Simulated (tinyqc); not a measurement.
Image-sensor pixel with a pinned photodiode, signal and noise: one step of the calculation.

A buried n layer between a heavily doped p+ surface layer and a p layer is emptied into a floating diffusion, read through a source follower with correlated double sampling (reset noise cancelled). One-dimensional abrupt junctions; no blooming, lag or crosstalk.

Task. Full well, conversion gain and read noise. Floating-diffusion limit Cf dV/q; full well FW is the smaller of the two; conversion gain CG = q As/Cf; read noise in electrons vn/CG. Reset noise sqrt(kB T Cf)/q is listed for comparison.

Inputs (values chosen for the exercise); material values close to those of silicon: temperature T = 313 K; floating-diffusion capacitance Cf = 1.3 fF; usable swing of the floating diffusion dV = 1 V; source-follower gain As = 0.88; read noise at the output vn = 97 uV.

Constants: q = 1.602176634e-19 C, kB = 1.380649e-23 J/K. Results are converted to the units shown.

diode capacity = 1.8134247e5 electrons

Find: floating-diffusion limit; FW; CG; read noise; reset noise.

Result.

floating-diffusion limit = 8114.0 electrons
FW = 8114.0 electrons
CG = 108.46 uV/electron
read noise = 0.89438 electrons
reset noise = 14.794 electrons

The floating diffusion limits the full well.

Numbers from tinyqc (`OMP_NUM_THREADS=1 python tinyqc.py 2630132 2630133 out.jsonl`; about 0.01 s on one thread of a shared Intel Xeon 2.30GHz).
